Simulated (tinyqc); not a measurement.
## Quantum limit of the contact resistance of a three-dimensional channel: quantum limit against density

Parabolic band with gv valleys, C = hbar^2/(2 m0), eta = (EF - Ec)/(kB T). Landauer picture: each mode conducts 2 q^2/h, and the contacts and the channel add incoherently in series, 1/Tt - 1 = 2 (1/tc - 1) + L/lam for the total transmission Tt.

n = N F12(eta), N = 2 gv (m kB T/(4 pi C))^1.5, F12(x) = (2/sqrt(pi)) int_0^infinity sqrt(u)/(1 + exp(u - x)) du; modes per area M = gv m kB T ln(1 + exp(eta))/(4 pi C); at zero temperature M0 = gv kF^2/(4 pi), kF = (3 pi^2 n/gv)^(1/3). kB T in eV. RQ = (h/2q^2)/M for the whole device, R = RQ/Tt; the part of one contact is Rc = RQ (1/tc - 1/2) and the channel adds RQ L/lam.

Inputs (values chosen for the exercise):
```
symbol  value  unit      meaning
T         300     K  temperature
m        0.24    m0         mass
gv          1            valleys
```

Constants: q = 1.602176634e-19 C, kB = 1.380649e-23 J/K, hbar = 1.054571817e-34 J s, h = 6.62607015e-34 J s, m0 = 9.1093837015e-31 kg, Vt = kB T/q, hbar^2/(2 m0) = 0.0380998212 eV nm^2. Results are converted to the units shown.

Results:

| n (cm^-3) | eta | M (cm^-2) | M0 (cm^-2) | RQ/2 (ohm cm^2) |
|---|---|---|---|---|
| 1.4e17 | -3.031 | 6.107e10 | 2.053e11 | 1.057e-7 |
| 1.4e18 | -0.5788 | 5.767e11 | 9.531e11 | 1.119e-8 |
| 4.3e18 | 0.8819 | 1.592e12 | 2.014e12 | 4.054e-9 |
| 1.4e19 | 3.137 | 4.120e12 | 4.424e12 | 1.566e-9 |
| 4.4e19 | 7.209 | 9.343e12 | 9.492e12 | 6.907e-10 |
| 1.4e20 | 15.79 | 2.047e13 | 2.053e13 | 3.153e-10 |
| 4.4e20 | 33.97 | 4.403e13 | 4.406e13 | 1.466e-10 |

Estimate the missing row, n = 4.3e17 cm^-3.

Computed row:

| n (cm^-3) | eta | M (cm^-2) | M0 (cm^-2) | RQ/2 (ohm cm^2) |
|---|---|---|---|---|
| 4.3e17 | -1.875 | 1.850e11 | 4.339e11 | 3.489e-8 |

With this row back in the table: The limit for one contact, RQ/2, falls from 1.06e-7 to 1.47e-10 ohm cm^2, as n^(-0.99) between the first two rows (eta = -3.0) and n^(-0.67) between the last two (eta = 34); the non-degenerate power is -1 and the degenerate one -2/3. M0 is 3.36 times M in the first row and 0.071 % above it in the last. In 2 of the 8 rows EF lies more than 0.3 eV above Ec, where real bands are no longer parabolic.

Program tinyqc, `OMP_NUM_THREADS=1 python tinyqc.py 2760148 2760149 out.jsonl`; Intel Xeon 2.30GHz, shared host, one thread, about 0.02 s.
